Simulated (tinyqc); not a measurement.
Doping level: carrier statistics of a doped semiconductor with parabolic bands.

Eg(T) = Eg0 - al T^2/(T + be); m_de = Mv^(2/3) (ml mt^2)^(1/3); m_dh = (mhh^(3/2) + mlh^(3/2))^(2/3); Nc and Nv from N = 2 (m kB T/(4 pi c))^(3/2) with c = hbar^2/2m0, in 1/angstrom^3; times 1e24 for 1/cm^3.

Energies are counted from Ev, so Ec = Eg. n = Nc F_1/2((EF - Eg)/kT), p = Nv F_1/2(-EF/kT), ND+ = ND/(1 + 2 exp((EF - Eg + ED)/kT)), NA- = NA/(1 + 4 exp((EA - EF)/kT)); neutrality asks p + ND+ = n + NA-. F_j(eta) = (1/Gamma(j + 1)) integral_0^infinity x^j dx/(1 + exp(x - eta)), which tends to exp(eta) for eta << 0.

Constants: hbar^2/2m0 = 3.80998211 eV angstrom^2; kB = 8.617333262e-05 eV/K.

Values chosen for the exercise (near those of SiC; the results hold for these values, not for the real material):
```
symbol  value     unit  meaning
Eg0     3.219     eV    gap at 0 K
al      0.000684  eV/K  Varshni alpha
be      1325      K     Varshni beta
ml      0.313     m0    longitudinal electron mass
mt      0.423     m0    transverse electron mass
Mv      3               equivalent valleys
mhh     1.05      m0    heavy-hole mass
mlh     0.445     m0    light-hole mass
ED      0.0597    eV    donor level below Ec
EA      0.193     eV    acceptor level above Ev
T       500       K
```

Only acceptors are present (ND = 0); eta is the distance of EF beyond the valence edge in units of kT.

Neutral state:
```
NA (1/cm^3)  EF (eV)  majority (1/cm^3)  ionised share     eta
1.0e+14       0.5824           1.00e+14          1.000  -13.52
1.0e+15       0.4834           9.95e+14          0.995  -11.22
1.0e+16       0.3859           9.56e+15          0.956   -8.96
1.0e+17       0.2977           7.40e+16          0.740   -6.91
1.0e+18       0.2289           3.65e+17          0.365   -5.31
3.0e+18       0.2011           6.95e+17          0.232   -4.67
1.0e+19       0.1725           1.34e+18          0.134   -4.00
3.0e+19       0.1474           2.39e+18          0.080   -3.42
```

What can be read from this table?

The impurity level lies at 0.1930 eV. The ionised share falls from 1.000 to 0.080 as EF passes through it between 3e+18 and 1e+19 1/cm^3 (share 1/5 there); it is below one half from 1e+18 1/cm^3 on. Over the last two rows the doping grows threefold and the majority density by a factor 1.78. EF stays more than 3 kT from the majority band edge. Above roughly 2e+20 1/cm^3 (N^(1/3) a = 0.26, with the radius a = sqrt(c/(m E)) from the ionisation energy E and the mass mhh) the levels merge with the band and real ionisation is complete; sharp levels then overstate freeze-out.

tinyqc: `OMP_NUM_THREADS=1 python tinyqc.py 1650915 1650916 out.jsonl`; about 0.01 s, one thread, shared Intel(R) Xeon(R) Processor @ 2.30GHz.
